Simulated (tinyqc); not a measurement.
## Metal-interlayer-semiconductor contact, depinning against tunnelling resistance: contact resistivity against the interlayer thickness

Zero bias, n-type semiconductor. Gap states at the semiconductor surface thin out as exp(-be ti), which unpins the barrier; electrons must then cross the interlayer (a rectangular barrier, no voltage drop across it) and the parabolic depleted layer, both by WKB. Energies E are counted from the Fermi level; no image force, parabolic bands.

S = 1/(1 + (1/S0 - 1) exp(-be ti)); phiB = S (phiM - chi) + (1 - S)(Eg - E0); xi = Ec - EF deep inside, from Nd = Nc F(-xi/Vt), F(x) = (2/sqrt(pi)) int_0^infinity sqrt(u) du/(1 + exp(u - x)); band bending U = phiB - xi; E00 = (hbar/2) sqrt(Nd/(eps0 eps_r mt m0)) in volts; A = 4 pi q mA m0 kB^2/h^3. With U = phiB - xi: for xi < E < phiB, y = (E - xi)/U and G1 = (U/E00) [sqrt(1 - y) - y ln((1 + sqrt(1 - y))/sqrt(y))], G1 = 0 above phiB; G2 = 2 ti sqrt(mi max(phiB + dE - E, 0)/C), C = hbar^2/(2 m0); f = 1/(1 + exp(E/Vt)); 1/rho_c = (A T^2/Vt^2) times the integral of exp(-G1 - G2) f over E from xi upwards. Shares under 0.001 % are printed as 0; rows without band bending are left out.

Parameters, values chosen for the exercise; semiconductor values close to those of silicon; interlayer mass of the order of that in silicon nitride, offset chosen freely: temperature T = 400 K; band gap Eg = 1.15 eV; relative permittivity eps_r = 11.5; electron affinity chi = 4 eV; conduction-band density of states at T Nc = 4.31e19 cm^-3; tunnelling mass in the semiconductor mt = 0.189 m0; Richardson mass mA = 1.98 m0; donor density Nd = 9.8e18 cm^-3; charge-neutrality level above the valence band E0 = 0.37 eV; pinning factor without interlayer S0 = 0.28; metal work function phiM = 4.26 eV; conduction-band offset of the interlayer above the semiconductor dE = 2.12 eV; tunnelling mass in the interlayer mi = 0.47 m0; decay constant of gap states through the interlayer be = 3.3 1/nm.

Constants: q = 1.602176634e-19 C, kB = 1.380649e-23 J/K, eps0 = 8.8541878128e-12 F/m, hbar = 1.054571817e-34 J s, h = 6.62607015e-34 J s, m0 = 9.1093837015e-31 kg, Vt = kB T/q, hbar^2/(2 m0) = 0.0380998212 eV nm^2. Results are converted to the units shown.

The same in every row: E00/Vt = 1.14.

Result of one run:

| S | phiB (eV) | rho_c (ohm cm^2) | rho_c with G2 = 0 (ohm cm^2) | peak of the integrand (eV) | share above phiB (%) |
|---|---|---|---|---|---|
| 0.429 | 0.557 | 1.69e-4 | 1.89e-5 | 0.224 | 0.238 |

Which interlayer thickness ti gave this result: 0.2, 0.4, 0.8, 1 or 1.4 nm?

ti = 0.2 nm.

The whole series:

| ti (nm) | S | phiB (eV) | rho_c (ohm cm^2) | rho_c with G2 = 0 (ohm cm^2) | peak of the integrand (eV) | share above phiB (%) |
|---|---|---|---|---|---|---|
| 0 | 0.280 | 0.634 | 8.71e-5 | 8.71e-5 | 0.245 | 0.0977 |
| 0.2 | 0.429 | 0.557 | 1.69e-4 | 1.89e-5 | 0.224 | 0.238 |
| 0.4 | 0.593 | 0.472 | 2.75e-4 | 3.64e-6 | 0.199 | 0.598 |
| 0.6 | 0.738 | 0.396 | 5.26e-4 | 8.59e-7 | 0.177 | 1.35 |
| 0.8 | 0.845 | 0.341 | 0.00147 | 3.03e-7 | 0.160 | 2.48 |
| 1 | 0.913 | 0.305 | 0.00602 | 1.57e-7 | 0.150 | 3.76 |
| 1.2 | 0.953 | 0.284 | 0.0328 | 1.08e-7 | 0.145 | 4.93 |
| 1.4 | 0.975 | 0.273 | 0.213 | 8.79e-8 | 0.143 | 5.88 |
| 1.6 | 0.987 | 0.267 | 1.53 | 7.88e-8 | 0.143 | 6.66 |

As ti goes from 0 to 1.6, phiB falls from 0.634 to 0.267 eV and rho_c rises from 8.71e-5 to 1.53 ohm cm^2. No thickness listed beats the bare contact: tunnelling through the layer costs more than the change of the barrier gains. The ratio of rho_c to its value with G2 = 0 runs from 1.00 to 1.94e7.

Range of the model: The depletion charge would drop about 0.16 V across such an interlayer (eps_r near 7.5) at ti = 1.2 nm and Nd = 9.8e18 cm^-3, against a band bending of 0.24 V; this model leaves that drop out.

Numbers from tinyqc (`OMP_NUM_THREADS=1 python tinyqc.py 2270024 2270025 out.jsonl`; about 0.02 s on one thread of a shared Intel Xeon 2.30GHz).
